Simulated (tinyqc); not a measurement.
# Hoppings from the band edges

Problem. A dimerised chain has bands +/- sqrt(dl^2 + t1^2 + t2^2 + 2 t1 t2 cos k). Its semi-infinite form starts with the bond t1 and has no state bound to its end; such a state exists only for t1 < t2. Find t1 and t2.

Inputs (values chosen for the exercise): site energy, +dl on A and -dl on B dl = 0 eV.

bottom and top of the upper band (eV): [0.4, 4.2]

Solution. The top gives t1 + t2 = sqrt(E^2 - dl^2) and the bottom |t1 - t2|; the end state decides which is larger.

t1 = 2.300 eV
t2 = 1.900 eV

Numbers from tinyqc (`OMP_NUM_THREADS=1 python tinyqc.py 2680126 2680127 out.jsonl`; about 0.01 s on one thread of a shared Intel Xeon 2.30GHz).
